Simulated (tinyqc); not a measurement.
Off-state leakage of single and stacked transistors: one step of the calculation.

n-channel devices of unit width. Subthreshold current I(Vg, Vs, Vd) = I0 (T/300 K)^0.5 exp[(Vg - Vs - VT(T) - gb (Vs - Vb) + dd (Vd - Vs))/(nf Vt)] (1 - exp(-(Vd - Vs)/Vt)), VT(T) = VT - cT (T - 300 K). Gate-edge tunnelling Ig (Vd/1 V) exp(ag (Vd - 1 V)), for a gate at 0 V, and band-to-band leakage Ab u exp(-Bb/u), u = Vd - Vb + 1 V, flow at a drain held at V; both are taken as independent of T. In a stack of off transistors (all gates at 0 V) the same subthreshold current passes through each.

Problem. New Vx. Stack of two, Vx the node between them: I_low = I(0, 0, Vx), I_up = I(0, Vx, V), f = ln(I_up/I_low), f' = -(1 + gb + 2 dd)/(nf Vt) - 1/(Vt (exp(Vx/Vt) - 1)) - 1/(Vt (exp((V - Vx)/Vt) - 1)), Vx(new) = Vx - f/f'.

Values chosen for this exercise; values of the order met in bulk silicon logic transistors: temperature T = 330 K; supply voltage V = 1.2 V; threshold at 300 K, zero drain and body bias VT = 0.33 V; fall of the threshold with temperature cT = 0.5 mV/K; current at threshold at 300 K I0 = 0.54 uA/um; slope factor nf = 1.37; drain-induced lowering per volt dd = 0.16; rise of the threshold per volt of source-body bias gb = 0.15; body voltage Vb = 0 V.

Constants: q = 1.602176634e-19 C, kB = 1.380649e-23 J/K, Vt = kB T/q. Results are converted to the units shown.

Vx at the start = 0.131 V

Wanted: I_low; I_up; f; f'; Vx after iteration 1.

Solution.

I_low = 0.2958 nA/um
I_up = 0.2944 nA/um
f = -0.004595
f' = -38.09 1/V
Vx after iteration 1 = 0.1309 V

tinyqc, about 0.03 s, one thread, Intel Xeon 2.30GHz (shared host): `OMP_NUM_THREADS=1 python tinyqc.py 2242047 2242048 out.jsonl`
